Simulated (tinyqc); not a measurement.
## p-n diode with diffusion and depletion-layer recombination: effect of the temperature

Abrupt junction in the depletion approximation, low injection, full ionisation, neutral widths fixed, ohmic contact on the p side. Vj is the junction voltage; where a series resistance Rs is given, V = Vj + J Rs is the terminal voltage.

Nc and Nv are given at 325 K and scale as (T/325 K)^1.5; Eg, mobilities and lifetimes are held fixed. ni = sqrt(Nc Nv) exp(-Eg/(2 Vt)), Eg in volts; D = mu Vt; Ln = sqrt(Dn tn), Lp = sqrt(Dp tp); J0n = q ni^2 Dn coth(wp/Ln)/(Ln Na); J0p = (q ni^2 Dp/(Lp Nd)) (s + tanh(wn/Lp))/(1 + s tanh(wn/Lp)), s = Sp Lp/Dp. J_diff = (J0n + J0p)(exp(Vj/Vt) - 1). Vbi = Vt ln(Na Nd/ni^2), W = sqrt(2 eps0 eps_r (Vbi - Vj)(1/Na + 1/Nd)/q), xp = W Nd/(Na + Nd), xn = W Na/(Na + Nd); u(x) = q Na (x + xp)^2/(2 eps0 eps_r) for x < 0 and Vbi - Vj - q Nd (xn - x)^2/(2 eps0 eps_r) for x > 0; p = Na exp(-u/Vt), n = Nd exp((u - Vbi + Vj)/Vt); U = ni^2 (exp(Vj/Vt) - 1)/(tp (n + ni exp(Et/Vt)) + tn (p + ni exp(-Et/Vt))); J_scr = q times the integral of U from -xp to xn. J = J_diff + J_scr.

Parameters, values chosen for the exercise; band and dielectric values close to those of indium phosphide:
```
symbol    value        unit                                                         meaning
Eg         1.35          eV                                                        band gap
eps_r      12.7                                                       relative permittivity
Nc      6.49e17       cm^-3  conduction-band density of states at the reference temperature
Nv      1.25e19       cm^-3     valence-band density of states at the reference temperature
Na       1.8e17       cm^-3                                                acceptor density
Nd       3.9e15       cm^-3                                                   donor density
mun        1800  cm^2/(V s)                                 electron mobility in the p side
mup         210  cm^2/(V s)                                     hole mobility in the n side
tn         3e-6           s                                               electron lifetime
tp         2e-7           s                                                   hole lifetime
wp          8.7          um                                     neutral width of the p side
wn           27          um                                     neutral width of the n side
Sp          1e7        cm/s                         recombination velocity at the n contact
Et            0          eV                            trap level above the intrinsic level
Vj         0.61           V            junction voltage at which recombination is evaluated
```

Constants: q = 1.602176634e-19 C, kB = 1.380649e-23 J/K, Vt = kB T/q, eps0 = 8.8541878128e-14 F/cm where lengths are in cm. Results are converted to the units shown.

Results:
```
T (K)  J0n (A/cm^2)  J0p (A/cm^2)  J_diff (A/cm^2)  J_scr (A/cm^2)  J_scr/J (%)  wn/Lp
220       1.045e-26     5.496e-26        6.159e-12        2.054e-9        99.70  3.026
260       1.166e-21     5.663e-21         4.555e-9        6.798e-8        93.72  2.783
300       6.373e-18     2.892e-17         6.241e-7        9.727e-7        60.91  2.591
340       4.895e-15     2.096e-14         2.848e-5        8.189e-6        22.33  2.434
420       7.385e-11     2.873e-10         0.007541        2.171e-4        2.798  2.190
460        2.722e-9      1.018e-8          0.06220        7.199e-4        1.144  2.093
```

Estimate the missing row, T = 380 K.

Computed row:
```
T (K)  J0n (A/cm^2)  J0p (A/cm^2)  J_diff (A/cm^2)  J_scr (A/cm^2)  J_scr/J (%)  wn/Lp
380       9.758e-13     3.971e-12         6.088e-4        4.837e-5        7.360  2.302
```

With this row back in the table: As T goes from 220 to 460, J0p rises from 5.50e-26 to 1.02e-8 A/cm^2, J_scr rises from 2.05e-9 to 7.20e-4 A/cm^2 and its share falls from 99.7 to 1.14 %. Activation energies -d ln J/d(1/kB T) over the table: 0.837 eV for J_diff (compare Eg - Vj = 0.740 eV, raised by the power-law prefactors) and 0.464 eV for J_scr.

Computed by the program tinyqc: `OMP_NUM_THREADS=1 python tinyqc.py 2260142 2260143 out.jsonl`, one thread of a shared Intel Xeon 2.30GHz, about 0.01 s for the whole run.
